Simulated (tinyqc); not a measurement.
CMOS latch-up, two-transistor model: two steps of the calculation.

A parasitic pnp (emitter at Vdd, base shunted by Rw) and npn (emitter at ground, base shunted by Rs) feed each other: the npn collector current flows out of the pnp base node, the pnp collector current into the npn base node. Forward-active transistors with constant gains: Icn = Isn exp(Vn/Vt), Icp = Isp (exp(Vp/Vt) - 1). A current Ii is injected into the npn base node.

Parameters, values chosen for the exercise; values close to those of bulk CMOS:
- T = 300 K (temperature)
- bn = 3.8 (current gain of the npn)
- bp = 4.9 (current gain of the pnp)
- Isn = 7.2e-15 A (saturation current of the npn at T)
- Isp = 6.3e-16 A (saturation current of the pnp at T)
- Rs = 160 ohm (substrate resistance shunting the npn)
- Rw = 610 ohm (well resistance shunting the pnp)
- R2 = 34 ohm (resistance from the pnp collector to the npn base)
- Von = 0.69 V (base-emitter voltage in the on state)
- Vsat = 0.09 V (saturation voltage)
- Vdd = 1.8 V (supply voltage)
- Ii = 3.02 mA (current injected into the substrate)

Constants: q = 1.602176634e-19 C, kB = 1.380649e-23 J/K, Vt = kB T/q. Results are converted to the units shown.

Problem 1. Holding current and voltage. On state with both base-emitter voltages at Von: npn base current Ib = (Von/Rs + bp Von/Rw)/(bn bp - 1), holding current Ih = (bn + 1) Ib + Von/Rs, holding voltage Vh = Vsat + Von + R2 (Ib + Von/Rs).

Give: bn bp; Ib; Ih; Vh.

Solution 1.

bn bp = 18.62
Ib = 0.5593 mA
Ih = 6.997 mA
Vh = 0.9456 V

Vh is below Vdd = 1.8 V, so the supply can sustain a latched state.

Problem 2. Response to the injected current, once round the loop per iteration. Icn = Isn exp(Vn/Vt); Vp solves Vp/Rw + Icp/bp = Icn; Vn(new) solves Vn/Rs + (Isn/bn) exp(Vn/Vt) = Icp + Ii.

Vn at the start = 0.51 V

Give: Icn; Vp; Icp; Vn after iteration 1.

Solution 2.

Icn = 0.0026605 mA
Vp = 0.0016229 V
Icp = 4.0816e-14 mA
Vn after iteration 1 = 0.48316 V

Program tinyqc, `OMP_NUM_THREADS=1 python tinyqc.py 2670103 2670104 out.jsonl`; Intel Xeon 2.30GHz, shared host, one thread, about 0.04 s.
